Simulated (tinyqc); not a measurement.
# Worked calculation: hot electrons in a saturated n-channel MOSFET, lucky-electron model

Numbers from tinyqc (`OMP_NUM_THREADS=1 python tinyqc.py 2550101 2550102 out.jsonl`; about 0.01 s on one thread of a shared Intel Xeon 2.30GHz). Printed values are rounded.

Beyond pinch-off the lateral field grows as Esat cosh(y/l) over the velocity-saturated region (pseudo-two-dimensional model). Impact ionisation in this region gives the substrate current, which biases the body forward through Rsub. Currents are per width. Local-field laws: they overstate ionisation when the field peak is narrower than an energy relaxation length.

Values chosen for this exercise; values close to those of silicon n-channel devices: channel length L = 0.35 um; oxide thickness tox = 7.2 nm; junction depth xj = 88 nm; threshold VT = 0.75 V; effective mobility mu = 350 cm^2/(V s); saturation velocity vs = 7.6e6 cm/s; ionisation prefactor Ai = 2e6 1/cm; ionisation field Bi = 1.75 MV/cm; resistance of the lightly doped drain Rd = 0 ohm um; substrate resistance Rsub = 19000 ohm um; fall of VT per volt of forward body bias kb = 0.28; hot-electron mean free path lm = 7.5 nm; oxide barrier pb = 3.2 V; prefactor of the gate current Cg = 0.0032; lifetime exponent m = 2.8; lifetime constant Hl = 4300 s uA/um; drain voltage Vd = 2.4 V; gate voltage Vg = 1.6 V.

Constants: eps0 = 8.8541878128e-14 F/cm where lengths are in cm. Results are converted to the units shown.

## Length and field scales

Cox = 3.9 eps0/tox, l = sqrt(3 tox xj), Esat = 2 vs/mu.

Cox = 0.479602 uF/cm^2
l = 43.5982 nm
Esat = 0.0434286 MV/cm
Esat L = 1.52 V

## Iteration 1: body bias from the substrate current

Vb at the start = 0 V

Cox = 3.9 eps0/tox. Overdrive g = Vg - VT + kb Vb; Vdsat = g Esat L/(g + Esat L); Id = Cox vs (g - Vdsat); dV = Vd - Id Rd - Vdsat; Em = sqrt((dV/l)^2 + Esat^2); Isub = Id (Ai/Bi) l Em exp(-Bi/Em). Vb(new) = Rsub Isub.

Vdsat = 0.545148 V
Id = 111.118 uA/um
dV = 1.85485 V
Em = 0.427654 MV/cm
Isub = 3.95513 uA/um
Vb after iteration 1 = 0.0751475 V

## Iteration 2: body bias from the substrate current

As before.

Vdsat = 0.553726 V
Id = 115.660 uA/um
dV = 1.84627 V
Em = 0.425696 MV/cm
Isub = 4.02159 uA/um
Vb after iteration 2 = 0.0764102 V

## Course of the iteration: body bias from the substrate current

Stop when Vb changes by less than 1e-9 V, or after 60 iterations.

Course of the iteration:
```
iteration     Vb (V)  |change| (V)
1          0.0751475        0.0751
2          0.0764102       1.26e-3
3          0.0764310       2.08e-5
4          0.0764313       3.43e-7
5          0.0764313       5.65e-9
6          0.0764313      9.32e-11
```

Converged in 6 iterations. At the end each change is about 0.016 times the one before: linear convergence.

## Gate current, lifetime and channel shortening

Id = 115.739 uA/um
dV = 1.84613 V
Em = 0.425663 MV/cm
Isub = 4.02270 uA/um

Ig = Cg Id exp(-pb/(lm Em)); lifetime tau = (Hl/Id)(Isub/Id)^(-m); length of the saturated region dL = l ln[(dV/l + Em)/Esat]. 1 year = 3.15576e7 s.

Isub/Id = 0.0347568
Ig = 16.4226 pA/um
tau = 0.0143211 years
dL = 129.620 nm

The lifetime misses ten years. Integrating Ai exp(-Bi/E) over the cosh profile gives Isub/Id = 0.0290, so the closed form is 20 % above it.
